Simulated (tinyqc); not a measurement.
Finite-size error of a charged defect in a periodic cell: Madelung and Makov-Payne terms: one step, computed by the program tinyqc.

L is the cube root of the cell volume. The defect charge is a Gaussian, rho(r) = q (2 pi sigma^2)^(-3/2) exp(-r^2/2 sigma^2), repeated periodically in a uniform neutralising background and screened by a continuum. The model cell energy is E(L) = E_0 + [periodic - isolated electrostatic energy].

Task: Madelung energy. Ewald sum for a unit point charge: scale each Cartesian component of the cell by 1/sqrt(eps_i), giving R', G' and V'; E = [ (1/2) sum erfc(eta R')/R' + (2 pi/V') sum exp(-G'^2/4 eta^2)/G'^2 - eta/sqrt(pi) - pi/(2 V' eta^2) ] e^2/(4 pi eps_0) / sqrt(eps_x eps_y eps_z), over n_i = -6..6, omitting n = (0,0,0), eta = 2/V'^(1/3). alpha = -2 E eps_g L/(e^2/(4 pi eps_0)), eps_g = (eps_x eps_y eps_z)^(1/3).

Inputs (values chosen for the exercise, with screening close to that of InP): charge q = -3 e; cell length L = 9.72 angstrom; dielectric constant eps = 12.7.

Supercell lattice: sc. Screening: isotropic.

cell vectors (rows) (angstrom):
```
[[9.72, 0.00, 0.00],
 [0.00, 9.72, 0.00],
 [0.00, 0.00, 9.72]]
```

Constants: e^2/(4 pi eps_0) = 14.39964548 eV angstrom.

Give: terms for a unit charge; Madelung constant alpha; point-charge correction -q^2 E.

Result:

terms for a unit charge (eV): real space 0.0017, reciprocal 0.0103, self -0.1316, background -0.0458

Madelung constant alpha = 2.837

point-charge correction -q^2 E = 1.489 eV
